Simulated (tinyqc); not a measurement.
Hall effect and magnetoresistance of several carrier groups with constant relaxation times: one step, computed by the program tinyqc.

Group 1 has charge -e and group 2 charge -e; s_i is that sign. B lies along z; mu B is formed with mu in m^2/(V s).

Task: Conductivity of each group. sigma_xx = sum n_i e mu_i/(1 + mu_i^2 B^2); sigma_xy = sum s_i n_i e mu_i^2 B/(1 + mu_i^2 B^2).

Inputs (values chosen for the exercise, for a model conductor):
```
quantity            value        unit
density n1        7.4e+11      1/cm^2
mobility mu1        51000  cm^2/(V s)
density n2        5.4e+10      1/cm^2
mobility mu2        11000  cm^2/(V s)
magnetic field B      9.3           T
```

Carriers: two electron groups. Densities: per area (a thin layer).

Constants: e = 1.602176634e-19 C.

Give: Parts (S); sigma_xx; sigma_xy; sigma at B = 0.

Result:

Parts (S):
```
group     mu B   sigma_xx    sigma_xy
group 1  47.43  2.687e-06  -1.274e-04
group 2  10.23  9.008e-07  -9.215e-06
```

sigma_xx = 3.587e-06 S

sigma_xy = -1.366e-04 S

sigma at B = 0 = 0.006142 S
